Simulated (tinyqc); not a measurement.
Inversion-layer mobility, back-scattering and ballistic limit of a field-effect transistor. Inputs raised by 2 %, one at a time. Computed by tinyqc, a small Python program. Command: `OMP_NUM_THREADS=1 python tinyqc.py 3027259 3027260 out.jsonl mos sens`. One thread of a shared host (Intel(R) Xeon(R) Processor @ 2.30GHz), about 0.02 s of CPU time with the checks.

The charge at the top of the source barrier is fixed by the gate; series resistance and short-channel effects are left out. F_j are Fermi integrals normalised to exp(eta) in the classical limit.

Inputs (values chosen for the exercise, modelled on a strained silicon n-channel):
```
quantity                                       value        unit
transport mass m                                0.18         m_0
valley degeneracy g_v                              2           -
weight w of the inversion charge                 0.5           -
permittivity eps                                11.7           -
phonon mobility at 1 MV/cm and 300 K, mu_ph      550  cm^2/(V s)
roughness mobility at 1 MV/cm, mu_sr            2200  cm^2/(V s)
Coulomb mobility at N_inv = 1e12/cm^2, mu_C      590  cm^2/(V s)
electrical oxide thickness t_inv                 2.5          nm
depletion charge N_dep                       3.2e+11      1/cm^2
gate overdrive V_G - V_T                         0.3           V
drain voltage V_D                               0.83           V
channel length L                                  32          nm
exponent a of the critical length                0.8           -
temperature T                                    300           K
```

Statistics at the top of the barrier: Fermi-Dirac.

Constants: eps_0 = 8.8541878128e-12 F/m; e = 1.602176634e-19 C; m_0 = 9.1093837015e-31 kg; k_B = 1.380649e-23 J/K; hbar = 1.054571817e-34 J s; k_B = 8.617333262e-05 eV/K.

Method:
- N_inv = 3.9 eps_0 (V_G - V_T)/(e t_inv); effective field E_eff = e (N_dep + w N_inv)/(eps eps_0).
- mu_phonon = mu_ph (E_eff/1 MV/cm)^(-0.3) (T/300 K)^(-1.75); mu_rough = mu_sr (E_eff/1 MV/cm)^(-2); mu_Coulomb = mu_C (N_inv/1e12 cm^-2) (T/300 K); Matthiessen's rule adds 1/mu.
- F_j(eta) = (1/Gamma(j + 1)) int_0^infinity x^j/(1 + exp(x - eta)) dx, F_0 = ln(1 + exp(eta)). Integrals over x = E/(k_B T) use 160 Gauss-Legendre points in u = sqrt(x) from 0 to sqrt(max(eta, 0) + 32).
- Ballistic channel: N_2D = g_v m k_B T/(pi hbar^2), U = e V_D/(k_B T); eta_F solves N_inv = (N_2D/2)[F_0(eta_F) + F_0(eta_F - U)]; v_T = sqrt(2 k_B T/(pi m)); I/W = e (N_2D/2) v_T [F_1/2(eta_F) - F_1/2(eta_F - U)]; injection velocity v_T F_1/2(eta_F)/F_0(eta_F).
- Mean free path lambda = (2 k_B T/e)(mu/v_T) F_0(eta_0)/F_-1/2(eta_0), with eta_0 from N_inv = N_2D F_0(eta_0); critical length l = L (1 + U)^(-a), an empirical rule; back-scattering r = l/(l + lambda). Then eta solves N_inv = (N_2D/2)[(1 + r) F_0(eta) + (1 - r) F_0(eta - U)] and I/W = e (N_2D/2) v_T (1 - r)[F_1/2(eta) - F_1/2(eta - U)].
- Ballistic ratio: I over the ballistic current. Apparent mobility 1/(1/mu + 1/mu_B), mu_B = mu L/lambda.

Runs; columns: (1) input moved; (2) from; (3) to; (4) current I/W (microampere/micrometre); (5) effective mobility mu (cm^2/(V s)); (6) ballistic current I/W (microampere/micrometre); (7) injection velocity (1e7 cm/s):
```
(1)                                                           (2)        (3)    (4)    (5)    (6)    (7)
base run                                                        -          -  539.4  531.2  631.9  1.525
transport mass m (m_0)                                       0.18     0.1836  533.0  531.2  623.5  1.505
roughness mobility at 1 MV/cm, mu_sr (cm^2/(V s))            2200       2244  539.4  531.4  631.9  1.525
Coulomb mobility at N_inv = 1e12/cm^2, mu_C (cm^2/(V s))      590      601.8  539.9  534.9  631.9  1.525
electrical oxide thickness t_inv (nm)                         2.5       2.55  526.7  529.4  617.4  1.520
depletion charge N_dep (1/cm^2)                           3.2e+11  3.264e+11  539.3  530.8  631.9  1.525
channel length L (nm)                                          32      32.64  537.8  531.2  631.9  1.525
temperature T (K)                                             300        306  541.2  523.0  636.0  1.535
```

Exponents ln(y'/y) / ln(x'/x):
```
input                                        current I/W  effective mobility mu  ballistic current I/W  injection velocity
transport mass m                                  -0.606                  0.000                 -0.671              -0.671
roughness mobility at 1 MV/cm, mu_sr               0.002                  0.015                  0.000               0.000
Coulomb mobility at N_inv = 1e12/cm^2, mu_C        0.051                  0.346                  0.000               0.000
electrical oxide thickness t_inv                  -1.205                 -0.175                 -1.171              -0.171
depletion charge N_dep                            -0.006                 -0.044                  0.000               0.000
channel length L                                  -0.148                  0.000                  0.000               0.000
temperature T                                      0.164                 -0.783                  0.329               0.329
```

Among the inputs moved here: current I/W answers most in size to electrical oxide thickness t_inv (exponent -1.205), next to transport mass m (-0.606). Effective mobility mu answers most in size to temperature T (exponent -0.783), next to Coulomb mobility at N_inv = 1e12/cm^2, mu_C (+0.346); its exponent is below 0.0005 for transport mass m, channel length L. ballistic current I/W answers most in size to electrical oxide thickness t_inv (exponent -1.171), next to transport mass m (-0.671); its exponent is below 0.0005 for roughness mobility at 1 MV/cm, mu_sr, Coulomb mobility at N_inv = 1e12/cm^2, mu_C, depletion charge N_dep, channel length L. injection velocity answers most in size to transport mass m (exponent -0.671), next to temperature T (+0.329); its exponent is below 0.0005 for roughness mobility at 1 MV/cm, mu_sr, Coulomb mobility at N_inv = 1e12/cm^2, mu_C, depletion charge N_dep, channel length L.
